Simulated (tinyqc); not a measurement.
RKS/B3LYP (VWN-RPA form) in the 6-311g basis, for He, spin multiplicity 1, step by step. One step of it, computed by the program tinyqc.

Task: Iteration 2: building the Kohn-Sham matrix. J_ij = sum D_kl (ij|kl), K_ij = sum D_kl (ik|jl); F = H + J - 0.1 K + V_xc; E = tr D H + tr D J / 2 - 0.05 tr D K + E_xc + E_nn.

D after iteration 1, order 1He 1s, 1He 2s, 1He 3s:
```
[[2.866094, -3.476097, 1.599152],
 [-3.476097, 4.735071, -1.876836],
 [1.599152, -1.876836, 0.899821]]
```

core Hamiltonian H = T + V (hartree), order 1He 1s, 1He 2s, 1He 3s:
```
[[-0.449189, -2.025351, -1.309466],
 [-2.025351, -1.672714, -1.363028],
 [-1.309466, -1.363028, -1.211479]]
```

Two-electron integrals (ij|kl) in chemists' order, unique and non-zero (hartree):
```
(11|11) 2.395117   (21|11) 1.347337   (21|21) 0.798707   (22|11) 1.358411
(22|21) 0.863847   (22|22) 1.054927   (31|11) 0.614121   (31|21) 0.368625
(31|22) 0.406802   (31|31) 0.170715   (32|11) 0.842709   (32|21) 0.547009
(32|22) 0.700418   (32|31) 0.259418   (32|32) 0.476676   (33|11) 0.767030
(33|21) 0.510236   (33|22) 0.697580   (33|31) 0.244176   (33|32) 0.494732
(33|33) 0.558022
```

nuclear repulsion = 0 hartree

V_xc (hartree), order 1He 1s, 1He 2s, 1He 3s:
```
[[-0.997641, -0.485483, -0.218123],
 [-0.485483, -0.485787, -0.305136],
 [-0.218123, -0.305136, -0.257128]]
```

E_xc = sum of w rho eps_xc = -1.23668519 hartree

Give: Coulomb J; exchange K; Kohn-Sham matrix F; total energy of this density.

Result:

Coulomb J (hartree), order 1He 1s, 1He 2s, 1He 3s:
```
[[3.4209, 1.9840, 0.9156],
 [1.9840, 2.1825, 1.4145],
 [0.9156, 1.4145, 1.3802]]
```

exchange K (hartree), order 1He 1s, 1He 2s, 1He 3s:
```
[[2.0137, 0.8340, 0.4143],
 [0.8340, 0.8280, 0.5296],
 [0.4143, 0.5296, 0.3689]]
```

Kohn-Sham matrix F (hartree), order 1He 1s, 1He 2s, 1He 3s:
```
[[1.7727, -0.6102, -0.6535],
 [-0.6102, -0.0588, -0.3066],
 [-0.6535, -0.3066, -0.1253]]
```

total energy of this density = 5.899361 hartree

This density is a damped mixture and is not idempotent.
